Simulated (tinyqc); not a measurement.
Worked calculation: polytypes by hexagonality, and a cubic inclusion as a quantum well. Values are carried at full precision from step to step, so a last printed digit may differ when a step is redone from the rounded ones.

A layer is h if its two neighbours in the periodic sequence sit on the same site, k otherwise; the hexagonality h is the share of h layers.

Constants: hbar^2/2m0 = 3.80998211 eV angstrom^2.

Values chosen for the exercise (of the order of those of SiC; the results hold for these values, not for the real material): E3 = 2.383 eV (gap of the cubic polytype); E2 = 3.344 eV (gap of 2H); Ev2 = 0.115 eV (valence top of 2H above that of 3C); P2 = -0.0393 C/m^2 (spontaneous polarisation of 2H); Es = 3.273 eV (gap at the hexagonality hs); hs = 0.5 (hexagonality up to which the first line holds); m = (0.309, 0.303) m0 (electron mass along c in the cubic layer and in the host); d = 2.513 angstrom (thickness of a double layer); eps = 10.3 (dielectric constant); N = 5 (double layers in the cubic inclusion).

## Hexagonality

Stacking sequences:
```
polytype         sequence
2H                     AB
15R       ABCACBCABACABCB
8H               ABCABACB
4H                   ABCB
6H                 ABCACB
```

Give the h/k string and h of each.

Hexagonality:
```
polytype       h/k string       h
2H                     hh  1.0000
15R       hkkhkhkkhkhkkhk  0.4000
8H               hkkkhkkk  0.2500
4H                   hkhk  0.5000
6H                 hkkhkk  0.3333
```

## Gaps and band edges

Gap: E3 + (Es - E3) h/hs for h up to hs, then linear from Es to E2 at h = 1. Valence top Ev2 h and polarisation P2 h, both counted from 3C; Ec = Ev + gap.

Evaluate for each polytype.

Results:
```
polytype  gap (eV)  Ev (eV)  Ec (eV)  P (C/m^2)
2H          3.3440   0.1150   3.4590   -0.03930
15R         3.0950   0.0460   3.1410   -0.01572
8H          2.8280   0.0288   2.8567   -0.00983
4H          3.2730   0.0575   3.3305   -0.01965
6H          2.9763   0.0383   3.0147   -0.01310
```

The widest gap is that of 2H, the narrowest that of 8H. Ev and Ec both rise with h, so 3C collects electrons and the more hexagonal side holes: a staggered line-up.

## The bound level without the field

A cubic inclusion of width L = N d in the host (h = 0.3333) is a well of depth V = Ec(host) - Ec(3C). Square well with mass mismatch: k tan(k L/2) = (m_w/m_b) q, k = sqrt(m_w E/c), q = sqrt(m_b (V - E)/c), c = hbar^2/2m0, lowest root. The depth of the level, V - E, is its binding, and the transition to the valence top of the host is gap(host) - (V - E). The step in polarisation gives a field |F| = |P|/(eps eps0) in a thin inclusion, eps0 = 8.8541878e-12 F/m.

Give V, L, the level E, its depth below the host conduction edge and the transition to the valence top of the host, gap(host) - (V - E).

V = 0.6317 eV
L = 12.565 angstrom
E above the bottom = 0.2502 eV
depth below the host edge = 0.3815 eV
transition = 2.5948 eV

The level keeps 60 % of the well depth. The transition lies above the gap of 3C itself (2.383 eV). At a few layers the effective-mass picture is only a guide.

## The polarisation field

Give |F|, the drop |F| L, the bound charge |P|/e per cm^2 (e = 1.602176634e-19 C), and, as a first estimate, the shift -|F| L/2 of the transition for an electron centred in the layer and a hole in the host on the high side.

|F| = 1.436 MV/cm
drop = 180.5 meV
bound charge = 8.18e+12 cm^-2
estimated shift = -90.2 meV

The drop is 29 % of the well depth. The host edge on the low side sinks by 90 meV against the centre, less than the 381 meV by which the flat well binds.

## Checks

- Square-well root against finite differences on a grid of 0.5 angstrom (eV): both 0.250.

tinyqc: `OMP_NUM_THREADS=1 python tinyqc.py 1851189 1851190 out.jsonl`; about 0.05 s, one thread, shared Intel(R) Xeon(R) Processor @ 2.30GHz.
